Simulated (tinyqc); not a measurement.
What moves the results: delta-doped layer in the Thomas-Fermi potential. A value that a table varies takes the place of the one given here.

All donors ionised in the plane z = 0, zero temperature, energies from the Fermi level EF of the Thomas-Fermi model, which lies at the bulk band edge; c = hbar^2/2m0, q = e^2/(4 pi eps0). Layer in a (001) plane: two valleys with m_z = ml, m_d = mt (unprimed) and four with m_z = mt, m_d = sqrt(ml mt) (primed); m3 = (ml mt^2)^(1/3), gv = 6. With n = (gv/3 pi^2)(m3 (-V)/c)^(3/2) and V'' = -(4 pi q/eps) n for z > 0, the solution is V = -b/(|z| + z0)^4 with sqrt(b) = 20/K, K = (4 pi q/eps)(gv/3 pi^2)(m3/c)^(3/2), and z0^5 = 4b/(e F0), e F0 = 2 pi q N/eps; 1e13/cm^2 = 1e-3/angstrom^2. Exchange and correlation are left out.

Subbands solve -(c/m_z) psi'' + V psi = E psi on 1280 points of spacing z0/80; up to ten levels for each group, kept if bound with an rms width below 2.5 z0.

Constants: hbar^2/2m0 = 3.80998211 eV angstrom^2; e^2/(4 pi eps0) = 14.39964547 eV angstrom.

Inputs chosen for the exercise (near those of a delta-doped layer in Si; shifted at random, so the results belong to these values and not to a real crystal): ml = 0.922 m0 (longitudinal mass); mt = 0.19 m0 (transverse mass); eps = 11.5 (dielectric constant); Nl = (0.13, 0.26, 0.52, 0.91, 1.6, 2.6, 4.2) x 1e13/cm^2 (sheet densities); N = 1.3 x 1e13/cm^2 (donor sheet density).

## Doping density

The well, the lowest level and the filling anew; at zero temperature n_i = g m_d (mu - E_i)/(2 pi c), with mu fixed by sum n_i = N.

Results:

| N (1e13/cm^2) | z0 (angstrom) | depth (eV) | lowest (eV) | next - lowest (eV) | occupied | share of lowest (%) |
|---|---|---|---|---|---|---|
| 0.13 | 48.0 | 0.0123 | -0.0031 | 0.0018 | 2 | 36.8 |
| 0.26 | 41.8 | 0.0214 | -0.0060 | 0.0034 | 2 | 35.6 |
| 0.52 | 36.4 | 0.0372 | -0.0117 | 0.0063 | 2 | 34.3 |
| 0.91 | 32.5 | 0.0583 | -0.0199 | 0.0103 | 2 | 33.2 |
| 1.6 | 29.1 | 0.0915 | -0.0338 | 0.0167 | 2 | 32.0 |
| 2.6 | 26.4 | 0.1349 | -0.0531 | 0.0252 | 3 | 30.9 |
| 4.2 | 24.0 | 0.1980 | -0.0826 | 0.0376 | 3 | 29.8 |

The depth grows as N^(4/5) and z0 shrinks as N^(-1/5): factors 16.1 and 2.00 for 32 times the doping. The lowest level deepens faster, with exponent 0.95, since the zero-point energy takes a smaller share of a deeper well (75 % falling to 58 %). The number of occupied subbands is 2 in the first row and 3 in the last. Up to N = 0.91 the donor spacing exceeds 1.5 Bohr radii (one radius, a0 eps/m with the density-of-states mass, is 19 angstrom), where a uniform sheet is a crude picture of discrete donors (beyond about three radii electrons stay on single donors).

## What each parameter does

z0, depth, lowest level and its rms width. Each row changes one parameter from the base and keeps the others.

Results:

| case | z0 (angstrom) | depth (eV) | lowest (eV) | rms z (angstrom) |
|---|---|---|---|---|
| base | 30.31 | 0.0775 | -0.0278 | 11.18 |
| N = 0.78 x 1e13/cm^2 | 33.57 | 0.0515 | -0.0172 | 13.85 |
| eps = 10.3 | 28.37 | 0.0810 | -0.0282 | 10.98 |
| ml = 1.06 m0 | 29.47 | 0.0754 | -0.0276 | 10.55 |
| mt = 0.162 m0 | 32.30 | 0.0826 | -0.0316 | 10.76 |

The largest shifts from the base row, up to three for each result and ties (the steps differ in size, so this ranks the rows, not the parameters). z0 (angstrom): N +3.26, mt +2.00, eps -1.94. depth (eV): N -0.0260, mt +0.0051, eps +0.0035. lowest (eV): N +0.0106, mt -0.0038, eps -0.0004. rms z (angstrom): N +2.67, ml -0.63, mt -0.42.

Computed by tinyqc, a small Python program: `OMP_NUM_THREADS=1 python tinyqc.py 1282315 1282316 out.jsonl` (the numbers bound the seed that draws the inputs); one thread of a shared host (Intel(R) Xeon(R) Processor @ 2.30GHz), about 0.1 s for the whole set of steps.
